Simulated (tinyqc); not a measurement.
Hydrogenic impurity: series, fields, screening, photoionisation and donor-acceptor pairs: one step, computed by the program tinyqc.

One isotropic, parabolic band. Effective units: Ry* and a*, in which H = -nabla^2 - 2/r.

Question. Overlap of donors. Wigner-Seitz radius r_s = (3/(4 pi N))^(1/3); Mott criterion N_c^(1/3) a* = 0.26; overlap of two 1s orbitals at distance d: S = exp(-x)(1 + x + x^2/3), x = d/a*, with d = N^(-1/3).

Inputs (values chosen for the exercise, modelled on diamond): donor density N = 5.4e+19 cm^-3.

Parts treated: magnetic field and photoionisation.

a* = 5.416172 angstrom

Give: r_s; Mott density; N over the Mott density; overlap S.

Answer.

r_s = 16.41 angstrom

Mott density = 1.106e+20 cm^-3

N over the Mott density = 0.4881

overlap S = 0.1046

The sample is on the insulating side, but close enough for an impurity band. Caution: the Bohr radius is only a few bond lengths, so central-cell terms and band anisotropy matter.
